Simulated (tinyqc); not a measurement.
Worked calculation: Hueckel theory of the pi electrons, for the molecule BC1=CN=CC=CC1=C (SMILES; centres numbered as the heavy atoms are written). Computed by tinyqc, a small Python program that keeps every step. Settings: charge = 0. Command: `OMP_NUM_THREADS=1 python tinyqc.py 26372 26373 out.jsonl` (the two numbers bound the seeds that draw the settings). One thread of a shared host (Intel(R) Xeon(R) Processor @ 2.60GHz), about 0.01 s of CPU time with the checks.

## The Hueckel matrix

Centres:
```
centre  z_r, pi electrons of the neutral centre          h
1B                                            0  -1.000000
2C                                            1   0.000000
3C                                            1   0.000000
4N                                            1   0.500000
5C                                            1   0.000000
6C                                            1   0.000000
7C                                            1   0.000000
8C                                            1   0.000000
9C                                            1   0.000000
```

Bonds:
```
i  j         k
1  2  0.700000
2  3         1
3  4         1
4  5  1.000000
5  6         1
6  7         1
7  8         1
8  9         1
8  2         1
```

H_rr = alpha + h_r beta, H_rs = k_rs beta for bonded centres.

Hueckel matrix in units of beta (H = alpha + beta A), lower triangle:
```
           1B        2C        3C        4N        5C        6C        7C        8C
1B  -1.000000
2C   0.700000  0.000000
3C   0.000000  1.000000  0.000000
4N   0.000000  0.000000  1.000000  0.500000
5C   0.000000  0.000000  0.000000  1.000000  0.000000
6C   0.000000  0.000000  0.000000  0.000000  1.000000  0.000000
7C   0.000000  0.000000  0.000000  0.000000  0.000000  1.000000  0.000000
8C   0.000000  1.000000  0.000000  0.000000  0.000000  0.000000  1.000000  0.000000
9C   0.000000  0.000000  0.000000  0.000000  0.000000  0.000000  0.000000  1.000000

          9C
9C  0.000000
```

## Orbitals

pi electrons, sum of z_r less the charge = 8

Diagonalise; E = alpha + x beta with beta < 0, so the largest x are filled first; degenerate levels share their electrons. P = sum n_i c_ri c_si; each orbital has its largest coefficient positive (the first on a tie).

x values: 2.179869  1.591171  1.302673  0.316188  -0.241938  -0.719109  -1.116485  -1.732763  -2.079605

occupations: 2.000000  2.000000  2.000000  2.000000  0.000000  0.000000  0.000000  0.000000  0.000000

coefficients:
```
         MO1        MO2        MO3        MO4        MO5        MO6        MO7        MO8
1B  0.085990  -0.058337  -0.129408  -0.207132  -0.332863  -0.215795   0.785296   0.209876
2C  0.390622  -0.215945  -0.425693  -0.389464  -0.360472  -0.086593  -0.130679  -0.219699
3C  0.371140   0.210442  -0.436992  -0.193561   0.275236   0.545008  -0.099314   0.347356
4N  0.418414   0.550793  -0.143565   0.328262   0.293882  -0.305328   0.241562  -0.382186
5C  0.331741   0.390568   0.321757   0.133222  -0.493278  -0.172780  -0.291167   0.505976
6C  0.304738   0.070667   0.562709  -0.286139  -0.174539   0.429576   0.083522  -0.494549
7C  0.332548  -0.278125   0.411269  -0.223696   0.535506  -0.136132   0.197916   0.350961
8C  0.420173  -0.513211  -0.026960   0.215409   0.044980  -0.331682  -0.304492  -0.113583
9C  0.192751  -0.322537  -0.020696   0.681269  -0.185916   0.461240   0.272724   0.065550

          MO9
1B   0.333841
2C  -0.514881
3C   0.293655
4N  -0.095806
5C  -0.046513
6C   0.192536
7C  -0.353885
8C   0.543405
9C  -0.261302
```

charge and bond-order matrix P, lower triangle:
```
           1B         2C         3C         4N         5C         6C         7C        8C
1B   0.140895
2C   0.363891   1.064229
3C   0.232561   0.721883   0.820918
4N  -0.091135  -0.044461   0.540797   1.213622
5C  -0.126982  -0.287221   0.077845   0.702933   0.767742
6C   0.017062  -0.048646  -0.125085  -0.016568   0.543260   0.992752
7C   0.075867   0.204015  -0.143059  -0.293042   0.208441   0.754237   0.814246
8C   0.049881   0.405074   0.036058  -0.064571  -0.082065   0.029936   0.446380  0.974117
9C  -0.206088  -0.223153  -0.238320   0.259211   0.044144  -0.341275  -0.014209  0.787656

          9C
9C  1.211478
```

## Energy, charges, bond orders

E = sum n x; q_r = z_r - P_rr; bond order p = P_rs; free valence = sqrt(3) - sum of p over the bonds of the atom.

pi energy = 8 alpha + this times beta = 10.779801

pi charges: 1B -0.140895, 2C -0.064229, 3C 0.179082, 4N -0.213622, 5C 0.232258, 6C 0.007248, 7C 0.185754, 8C 0.025883, 9C -0.211478

Bond orders and lengths from R = 1.517 - 0.180 p (angstrom, C-C alone):
```
bond         p         R
1-2   0.363891         -
2-3   0.721883  1.387061
3-4   0.540797         -
4-5   0.702933         -
5-6   0.543260  1.419213
6-7   0.754237  1.381237
7-8   0.446380  1.436652
8-9   0.787656  1.375222
8-2   0.405074  1.444087
```

free valence of the carbons: 2C 0.241203, 3C 0.469371, 5C 0.485858, 6C 0.434554, 7C 0.531434, 8C 0.092941, 9C 0.944395

gap between the highest filled and the next level = 0.558126 |beta|
